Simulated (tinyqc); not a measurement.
# Worked calculation: input admittance of a MOSFET at zero drain bias: distributed channel and distributed gate

tinyqc, about 0.01 s, one thread, Intel Xeon 2.30GHz (shared host): `OMP_NUM_THREADS=1 python tinyqc.py 2262219 2262220 out.jsonl` Printed values are rounded.

Source and drain grounded, strong inversion, w = 2 pi f, Cox = eps0 eox/tox. The channel is an RC line of resistance 1/(mu Cox Vo) per square fed from both ends, so one finger has the intrinsic admittance y = i w Cox L tanh(g)/g per width, g = (1/2) sqrt(i w tau), tau = L^2/(mu Vo). The vertical resistance rv/L is in series with y, the overlaps 2 i w Cov in parallel: y_t = 1/(1/y + rv/L) + 2 i w Cov. The gate strip is a line of Rsh/L per length loaded by y_t, so a finger has Y = y_t Wf tanh(k)/k, k = (Wf/sd) sqrt(y_t Rsh/L); the device has Nf Y.

Values chosen for this exercise; values of the order met in silicon radio-frequency transistors:
```
symbol  value        unit                                                               meaning
eox      21.6              relative permittivity of the gate insulator (close to hafnium oxide)
tox       6.6          nm                                                   insulator thickness
L         1.9          um                                                        channel length
Wf        4.2          um                                                          finger width
Nf         16                                                                 number of fingers
mu        160  cm^2/(V s)                                                      channel mobility
Vo       0.47           V                                                        gate overdrive
Rsh       3.8  ohm/square                                          sheet resistance of the gate
rv        5.5    ohm um^2                                vertical resistivity of the gate stack
sd          1                                     number of ends at which a finger is contacted
Cov      0.17       fF/um                           overlap and fringe capacitance on each side
f         1.1         GHz                                                             frequency
```

Constants: eps0 = 8.8541878128e-14 F/cm where lengths are in cm. Results are converted to the units shown.

## Low-frequency resistances and capacitance

Low-frequency limits, with c = Cox L and ct = c + 2 Cov: R_strip = Rsh Wf/(3 sd^2 L Nf), R_ch = (c/ct)^2 L/(12 mu Cox Vo Wf Nf), R_vert = (c/ct)^2 rv/(L Wf Nf), C = ct Wf Nf.

parts (ohm): strip 0.175, channel 10.68020, vertical 0.04254930
sum = 10.89775 ohm
C = 3722.675 fF
1/(2 pi R C) = 3.923090 GHz

The channel term is the largest, 98.0 % of the sum.

## Admittance of the channel and stack per width

tau, g, c = Cox L, y and y_t as defined.

tau = 480.0532 ps
g = 0.6440001+0.6440001i
c = 55.05695 fF/um
y = 94.6818+349.1576i uS/um
y_t = 95.0085+351.3158i uS/um

w tau = 3.32, and Im y is 0.918 of w c.

## Input impedance of the device

k and Y as defined; Z = 1/(Nf Y) = R + 1/(i w C); Q = |Im Z|/R; signal at the point farthest from a contact |1/cosh k|.

k = 0.08997656+0.06887584i
Nf Y = 6.47459+23.55529i mS
R = 10.84935 ohm
C = 3665.620 fF
Q = 3.638113
signal at the far point = 0.9983136

R is 0.44 % below its low-frequency limit and C is 1.5 % below its own.
